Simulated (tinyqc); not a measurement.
Molecular dynamics of a small cluster by velocity Verlet steps: one step, computed by the program tinyqc.

E = sum_i {sum_j A exp(-p (r_ij/r0 - 1)) - xi sqrt(rho_i)}, rho_i = sum_j exp(-2 q (r_ij/r0 - 1)); the force on i is -sum_j w_ij (R_i - R_j)/r_ij with w_ij = -(2p/r0) A exp(-p (r_ij/r0 - 1)) + (xi q/r0) exp(-2 q (r_ij/r0 - 1)) (rho_i^(-1/2) + rho_j^(-1/2)).

Question. State at the start. Velocity Verlet: a = c F/M with c = 9.648533212e-3 angstrom/fs^2 per eV/(angstrom u); R(new) = R + v dt + a dt^2/2; v(new) = v + (a + a(new)) dt/2. Kinetic energy K = M v^2/(2c); temperature T = 2K/((3N - 3) k_B), rotation of the cluster included.

Inputs (values chosen for the exercise, for model atoms):

| quantity | value | unit |
|---|---|---|
| length r0 | 3.1 | angstrom |
| repulsion A | 0.15 | eV |
| hopping xi | 1.66 | eV |
| decay p | 10.6 | - |
| decay q | 3.31 | - |
| atomic mass M | 174 | u |
| time step dt | 7.4 | fs |

Potential: Gupta. Thermostat: none.

starting positions (angstrom):
```
            x     y      z
atom 1  -0.04     0   0.01
atom 2   2.93     0  -0.07
atom 3   2.85  2.89  -0.02
atom 4  -0.07  2.92  -0.04
atom 5   1.43  1.49      2
atom 6   1.44  1.39  -2.02
```

starting velocities (angstrom/fs):
```
               x         y         z
atom 1  -0.00039   0.00178  -0.00175
atom 2    -7e-05   0.00102    0.0009
atom 3   0.00181   0.00033   0.00165
atom 4    -5e-05    0.0007   0.00068
atom 5  -0.00179   -0.0033  -0.00069
atom 6    0.0005  -0.00053  -0.00079
```

Constants: 1 eV/(angstrom u) = 9.648533212e-03 angstrom/fs^2; k_B = 8.617333262e-05 eV/K.

Give: forces; potential energy; kinetic energy; temperature.

Answer.

forces (eV/angstrom):
```
              x        y        z
atom 1   0.4692   0.3977   0.0387
atom 2  -0.4436   0.2560   0.2762
atom 3  -0.2460  -0.1702  -0.0492
atom 4   0.4507  -0.4805   0.0071
atom 5  -0.0518  -0.1404  -0.4901
atom 6  -0.1783   0.1373   0.2173
```

potential energy = -17.71 eV

kinetic energy = 0.2798 eV

temperature = 432.9 K
